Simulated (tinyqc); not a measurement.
Hall factor, magnetoresistance and optical conductivity for a power-law relaxation time. From one set of inputs to another, one input at a time. Computed by tinyqc, a small Python program. Command: `OMP_NUM_THREADS=1 python tinyqc.py 3010565 3010566 out.jsonl magneto ladder`. One thread of a shared host (Intel(R) Xeon(R) Processor @ 2.30GHz), about 0.01 s of CPU time with the checks.

One spherical parabolic band, tau(E) = tau_0 x^s with x = E/(k_B T). Landau quantisation is left out.

The inputs printed are set A. Inputs not listed in the table keep their values of set A, so the rows need not describe a real material.

Inputs (values chosen for the exercise, with a mass close to that of electrons in GaAs):

| quantity | value | unit |
|---|---|---|
| effective mass m | 0.067 | m_0 |
| exponent s | -0.5 | - |
| tau_0 | 230 | fs |
| reduced Fermi level eta | -5 | - |
| temperature T | 350 | K |
| magnetic field B | 1.5 | T |
| frequency f | 1.8 | THz |
| background permittivity eps_inf | 11.6 | - |

Constants: m_0 = 9.1093837015e-31 kg; k_B = 1.380649e-23 J/K; hbar = 1.054571817e-34 J s; e = 1.602176634e-19 C; eps_0 = 8.8541878128e-12 F/m; c = 299792458 m/s.

Method:
- <y> = int y x^(3/2) f (1 - f) dx / int x^(3/2) f (1 - f) dx, f = 1/(1 + exp(x - eta)).
- Integrals over x = E/(k_B T) use 160 Gauss-Legendre points in u = sqrt(x) from 0 to sqrt(max(eta, 0) + 45).
- n = (2 m k_B T)^(3/2)/(3 pi^2 hbar^3) int x^(3/2) f (1 - f) dx; moments in units of tau_0.
- mu = e <tau>/m; weak field r_H = <tau^2>/<tau>^2 and MR = c (mu B)^2, c = <tau^3>/<tau>^3 - r_H^2; strong field r_H = 1 and MR = <tau> <1/tau> - 1.
- With w_c = e B/m: sigma_xx = (n e^2/m) <tau/(1 + w_c^2 tau^2)>, sigma_xy = (n e^2/m) <w_c tau^2/(1 + w_c^2 tau^2)>; r_H = (n e/B) sigma_xy/(sigma_xx^2 + sigma_xy^2); MR = sigma_0 sigma_xx/(sigma_xx^2 + sigma_xy^2) - 1, sigma_0 = n e^2 <tau>/m.
- sigma(w) = (n e^2/m) <tau/(1 - i w tau)>, w = 2 pi f; eps = eps_inf + i sigma/(eps_0 w); N = sqrt(eps); absorption coefficient 2 w Im N/c; reflectivity |(N - 1)/(N + 1)|^2; plasma frequency sqrt(n e^2/(eps_inf eps_0 m))/(2 pi).

Each row keeps all changes above it:

| input moved | from | to | magnetoresistance MR (%) | Hall factor r_H | reflectivity |
|---|---|---|---|---|---|
| set A | - | - | 5.118 | 1.0827 | 0.28093 |
| tau_0 (fs) | 230 | 320 | 6.817 | 1.0614 | 0.27836 |
| magnetic field B (T) | 1.5 | 8.2 | 12.566 | 1.0047 | 0.27836 |
| background permittivity eps_inf | 11.6 | 6.09 | 12.566 | 1.0047 | 0.14488 |
| temperature T (K) | 350 | 300 | 12.566 | 1.0047 | 0.15210 |
| effective mass m (m_0) | 0.067 | 0.19 | 10.011 | 1.0274 | 0.13307 |
| frequency f (THz) | 1.8 | 0.13 | 10.011 | 1.0274 | 0.72318 |

Magnetoresistance MR goes from 5.12 to 10.0, a factor 1.96 in all. The largest single move comes from magnetic field B (a factor 1.84), and effective mass m works against it (a factor 0.797). Hall factor r_H goes from 1.08 to 1.03, a factor 0.949 in all. The largest single move comes from magnetic field B (a factor 0.947), and effective mass m works against it (a factor 1.023). Reflectivity goes from 0.281 to 0.723, a factor 2.57 in all. The largest single move comes from frequency f (a factor 5.43), and background permittivity eps_inf works against it (a factor 0.520). The single moves hold for this order of the switches; the total does not depend on the order.

Extremes, crossings and ranges named in words are read from the listed rows.
